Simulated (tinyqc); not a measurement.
# Resistance of a source-drain extension with a graded tip: two studies

y runs along the channel, the gate covers y > 0. The doping is N0 for y < y0 and N0 10^(-(y - y0)/la) beyond, uniform over the depth xj. Sheet conductance s(y) = q mu(N) max(N - Nch, 0) xj + (for y > 0) ma Cox Vo, with mu(N) = u0 + (u1 - u0)/(1 + (N/Nr)^au) and Cox = eps0 eox/tox. Current is taken as one-dimensional; depletion of the tip, spreading and the contact are left out. The metallurgical junction lies at yj, where N = Nch.

Inputs (values chosen for the exercise); mobility law close to that of electrons in silicon:
```
symbol,value,unit,meaning
eox,3.9,,relative permittivity of the gate insulator (close to silicon dioxide)
tox,1.4,nm,insulator thickness
N0,1.2e20,cm^-3,active doping of the extension far from the gate
la,4.7,nm/decade,lateral abruptness
xj,13,nm,depth of the extension
Nch,5.4e17,cm^-3,channel doping
Ls,19,nm,spacer length
Vo,0.79,V,gate overdrive
ma,240,cm^2/(V s),mobility of the gate-induced layer
u1,1414,cm^2/(V s),mobility at low doping
u0,68.5,cm^2/(V s),mobility at high doping
Nr,9.2e16,cm^-3,reference doping
au,0.711,,exponent
Lg,40,nm,gate length
```

Constants: q = 1.602176634e-19 C, eps0 = 8.8541878128e-14 F/cm where lengths are in cm. Results are converted to the units shown.

Each table varies one quantity; the others keep the values above.

## Abruptness at a fixed junction position

R_spacer = integral of dy/s from -Ls to 0, R_ov from 0 to yj, R_channel = (Lg - 2 yj)/(ma Cox Vo), R_total = 2 R_spacer + 2 R_ov + R_channel. Electrical length L_eff = ma Cox dR_total/d(1/Vo); R_series = R_total - L_eff/(ma Cox Vo). y0 is moved with la so that yj stays at 11.430 nm.

The same in every row: yj (nm) = 11.43; R_channel (ohm um) = 36.65.

Results:

| la (nm/decade) | R_spacer (ohm um) | R_ov (ohm um) | R_total (ohm um) | L_eff (nm) | R_series (ohm um) |
|---|---|---|---|---|---|
| 1 | 9.962 | 7.142 | 70.86 | 20.17 | 27.72 |
| 2.3 | 9.962 | 10.17 | 76.92 | 22.97 | 27.81 |
| 3.6 | 9.962 | 13.20 | 82.97 | 25.76 | 27.90 |
| 4.9 | 9.963 | 16.23 | 89.03 | 28.55 | 27.98 |
| 6.1 | 11.04 | 18.44 | 95.61 | 30.84 | 29.66 |
| 7.4 | 14.78 | 19.90 | 106.0 | 32.65 | 36.19 |
| 10 | 30.15 | 21.39 | 139.7 | 34.78 | 65.35 |

Estimate the missing row, la = 8.7 nm/decade.

Computed row:

| la (nm/decade) | R_spacer (ohm um) | R_ov (ohm um) | R_total (ohm um) | L_eff (nm) | R_series (ohm um) |
|---|---|---|---|---|---|
| 8.7 | 21.24 | 20.79 | 120.7 | 33.90 | 48.22 |

With this row back in the table: As la goes from 1 to 10 nm/decade, R_total rises from 70.9 to 140 ohm um, R_spacer rises from 9.96 to 30.2 ohm um and R_ov rises from 7.14 to 21.4 ohm um. R_total changes on average by 7.65 ohm um for each nm/decade. L_eff exceeds the metallurgical length by 3.03 nm in the first row and 17.6 nm in the last, since the gate also controls the lightly doped tips.

## Effect of the position under the gate where the fall begins

Same model as above.

Effect of the position under the gate where the fall begins:

| y0 (nm) | yj (nm) | R_spacer (ohm um) | R_ov (ohm um) | R_channel (ohm um) | R_total (ohm um) | L_eff (nm) | R_series (ohm um) |
|---|---|---|---|---|---|---|---|
| -6 | 5.030 | 21.29 | 9.515 | 64.02 | 125.6 | 37.86 | 44.66 |
| -4 | 7.030 | 13.54 | 12.36 | 55.47 | 107.3 | 35.65 | 31.05 |
| -2 | 9.030 | 10.61 | 14.39 | 46.92 | 96.92 | 32.56 | 27.29 |
| 0 | 11.03 | 9.962 | 15.59 | 38.36 | 89.47 | 28.89 | 27.70 |
| 2 | 13.03 | 9.962 | 16.43 | 29.81 | 82.60 | 25.04 | 29.05 |
| 4 | 15.03 | 9.962 | 17.28 | 21.26 | 75.73 | 21.20 | 30.40 |
| 6 | 17.03 | 9.962 | 18.12 | 12.70 | 68.87 | 17.35 | 31.76 |

As y0 goes from -6 to 6, R_total falls from 126 to 68.9 ohm um, L_eff falls from 37.9 to 17.4 nm and R_series goes from 44.7 through a minimum of 27.3 (at y0 = -2 among the rows listed) to 31.8 ohm um. More overlap also shortens the channel and adds capacitance, effects on threshold and speed that are left out.

tinyqc, about 0.03 s, one thread, Intel Xeon 2.30GHz (shared host): `OMP_NUM_THREADS=1 python tinyqc.py 2282113 2282114 out.jsonl`
